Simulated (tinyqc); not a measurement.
# Changing the optical or intervalley deformation potential D_o

Model: hot carriers by balance equations with a heated Maxwellian. Computed by tinyqc, a small Python program. Command: `OMP_NUM_THREADS=1 python tinyqc.py 3026685 3026686 out.jsonl hot sweep`. One thread of a shared host (Intel(R) Xeon(R) Processor @ 2.30GHz), about 0.04 s of CPU time with the checks.

The carriers follow a Maxwellian at an electron temperature T_e, slightly displaced; the drift energy is neglected against k_B T_e. The balance averages the rate, not the time, so mu_0 lies below the relaxation-time value.

Inputs (values chosen for the exercise, modelled on electrons in germanium):
```
quantity                            value    unit
effective mass m                    0.219     m_0
density rho                          5323  kg/m^3
sound velocity v_l                   5360     m/s
acoustic deformation potential D_A     12      eV
phonon energy hbar w                 32.9     meV
final valleys Z_f                       3       -
lattice temperature T                 350       K
electric field F                      2.9   kV/cm
mixing                                0.4       -
iteration cap                         300       -
```

Band: parabolic. Solver: damped fixed point.

Constants: k_B = 8.617333262e-05 eV/K; k_B = 1.380649e-23 J/K; e = 1.602176634e-19 C; hbar = 1.054571817e-34 J s; m_0 = 9.1093837015e-31 kg; hbar = 6.582119569e-16 eV s.

Method:
- Parabolic band: E = hbar^2 k^2/(2 m), speed v = hbar k/m, states per spin, volume and energy g(E) = m k/(2 pi^2 hbar^2). Masses are multiplied by m_0 and all formulas are in SI units.
- Phonon occupation N_q = 1/(exp(hbar w/(k_B T)) - 1).
- Acoustic deformation potential (elastic, equipartition, absorption and emission together): 1/tau = 2 pi k_B T D_A^2 g(E)/(hbar rho v_l^2).
- Optical or intervalley deformation potential: 1/tau = (pi Z_f D_o^2/(rho w)) [N_q g(E + hbar w) + (N_q + 1) g(E - hbar w)], with g = 0 below the band edge.
- Averages over the Maxwellian, <y> = int y x^(1/2) exp(-x) dx / int x^(1/2) exp(-x) dx with x = E/(k_B T_e), split at x_0 = hbar w/(k_B T_e): 64 Gauss-Legendre points in sqrt(x) below it and 128 in sqrt(x - x_0) above it, up to x = 32. Momentum balance: mu(T_e) = e/(m nu), nu = <x (sum of rates)>/<x>. Power lost per carrier: P(T_e) = hbar w <emission rate - absorption rate> + <(2 m v_l^2/(k_B T)) (E - 2 k_B T) acoustic rate>.
- Energy relaxation time at weak heating: tau_E = (3/2) k_B / (dP/dT_e), the derivative by a central difference of +/- 0.5 K at T_e = T.
- Fixed point: T_out = T + (T_e - T) e mu(T_e) F^2/P(T_e), T_new = T_e + mixing (T_out - T_e).
- Start at T_e = 1.5 T; stop when T_e moves by less than 1e-6 K or exceeds 1e6 K.
- v = mu(T_e) F; warm-carrier coefficient (mu/mu_0 - 1)/F^2.

One run for each value; columns: (1) optical or intervalley deformation potential D_o (1e8 eV/cm); (2) drift velocity (1e7 cm/s); (3) electron temperature T_e (K); (4) energy relaxation time tau_E (ps); (5) low-field mobility mu_0 (cm^2/(V s)):
```
(1)      (2)   (3)    (4)   (5)
1.0   0.2424  1958  32.16  1985
1.5   0.2633  1562  17.18  1934
2.2   0.2964  1096   8.74  1838
3.2   0.3268   728   4.32  1664
6.9   0.2650   409   0.96  1006
10.0  0.1813   369   0.46   648
15.0  0.1005   355   0.20   350
```

Give the missing row, optical or intervalley deformation potential D_o (1e8 eV/cm) = 4.7.

Computed row; columns: (1) optical or intervalley deformation potential D_o (1e8 eV/cm); (2) drift velocity (1e7 cm/s); (3) electron temperature T_e (K); (4) energy relaxation time tau_E (ps); (5) low-field mobility mu_0 (cm^2/(V s)):
```
(1)     (2)  (3)   (4)   (5)
4.7  0.3223  511  2.05  1378
```

Interpolating between the two neighbouring rows (the first column on a logarithmic scale, the others too where they are positive) misses most in drift velocity (1e7 cm/s), by 8.7 %. Over the rows, drift velocity (1e7 cm/s) goes from 0.242 through a maximum among these rows, 0.327 at 3.20, to 0.101; electron temperature T_e (K) falls from 1960 to 355 (exponent d ln y / d ln x -0.56 between the first rows and -0.097 between the last); energy relaxation time tau_E (ps) falls from 32.2 to 0.204 (exponent d ln y / d ln x -1.5 between the first rows and -2.0 between the last).

Caution (rows 1.00, 1.50): k_B T_e exceeds 0.12 eV, where non-parabolicity and a non-Maxwellian tail matter.

Extremes, crossings and ranges named in words are read from the listed rows.
